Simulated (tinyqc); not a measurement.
# Line constants from open and short measurements

Question. A uniform line of length len, under a quarter wavelength, has Z_open = Zc coth(gamma len) and Z_short = Zc tanh(gamma len); gamma Zc = r + i w l and gamma/Zc = g + i w c, w = 2 pi f. Find r, l and c.

Values chosen for this exercise: length len = 4.2 mm; frequency f = 4 GHz.

Zin with the far end open = 82.516772-87.610400i ohm
Zin with the far end shorted = 147.57180-93.19408i ohm

Solution. The product of the two impedances is Zc^2 and their ratio tanh^2(gamma len); the principal branch holds below a quarter wavelength.

r = 57.12 ohm/mm
l = 0.3952 nH/mm
c = 109.8 pF/m

Program tinyqc, `OMP_NUM_THREADS=1 python tinyqc.py 2810152 2810153 out.jsonl`; Intel Xeon 2.30GHz, shared host, one thread, about 0.01 s.
